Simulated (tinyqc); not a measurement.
Interlayer thickness: switching kinetics of a ferroelectric film and the memory window of a ferroelectric gate stack. Computed by tinyqc, a small Python program. Command: `OMP_NUM_THREADS=1 python tinyqc.py 3019359 3019360 out.jsonl feswitch walk`. One thread of a shared host (Intel(R) Xeon(R) Processor @ 2.30GHz), about 0.03 s of CPU time with the checks.

Fields in MV/cm; 1 microcoulomb/cm^2 over eps_0 is 11.29409 MV/cm. In the stack (metal, ferroelectric, interlayer, channel) the channel is taken as a conductor.

Inputs (values chosen for the exercise, for a model film):

| quantity | value | unit |
|---|---|---|
| saturation polarisation P_s | 30 | microcoulomb/cm^2 |
| ratio P_r/P_s | 0.74 | - |
| coercive field E_c | 1.3 | MV/cm |
| permittivity of the ferroelectric eps_F | 24 | - |
| thickness t_F | 8.7 | nm |
| permittivity of the interlayer eps_I | 3.9 | - |
| share s of P screened by trapped charge | 0.67 | - |
| pulse height V | 3.3 | V |
| breakdown field of the interlayer | 16 | MV/cm |

Method. Series stack: V = E_F t_F + E_I t_I and eps_I E_I = eps_F E_F + (1 - s) P/eps_0. E_I is for P = +P_s at the pulse height, the depolarising field for P = +P_r at V = 0; V needed puts E_F = 1.5 E_c after switching.

Stack against t_I:

| t_I (nm) | E_F after (MV/cm) | E_I (MV/cm) | depolarising field / E_c | V needed (V) |
|---|---|---|---|---|
| 0.3 | 2.3136 | 42.907 | 0.4642 | 2.917 |
| 0.5 | 1.5849 | 38.423 | 0.6929 | 3.730 |
| 0.8 | 0.7388 | 33.216 | 0.9584 | 4.950 |
| 1.2 | -0.0873 | 28.133 | 1.2175 | 6.577 |
| 1.6 | -0.6940 | 24.399 | 1.4079 | 8.204 |
| 2.0 | -1.1586 | 21.540 | 1.5537 | 9.830 |
| 3.0 | -1.9516 | 16.660 | 1.8025 | 13.897 |

What follows from these numbers?

Each nanometre of interlayer costs 4.07 V, against 0.20 V for a nanometre of ferroelectric. The depolarising field grows from 0.46 to 1.80 E_c. At E_F = 1.5 E_c the interlayer carries (1.5 eps_F E_c + (1 - s) P_s/eps_0)/eps_I = 40.7 MV/cm whatever its thickness, above its breakdown field of 16 MV/cm, so the voltages in the last column could not be applied without breakdown. Caution: rows with E_I above the breakdown field of the interlayer cannot be reached without charge injection. Caution: where E_F after switching is below E_c the switching stalls before P_s, and where the depolarising field exceeds E_c the state switches back, so those rows describe states that are not held.
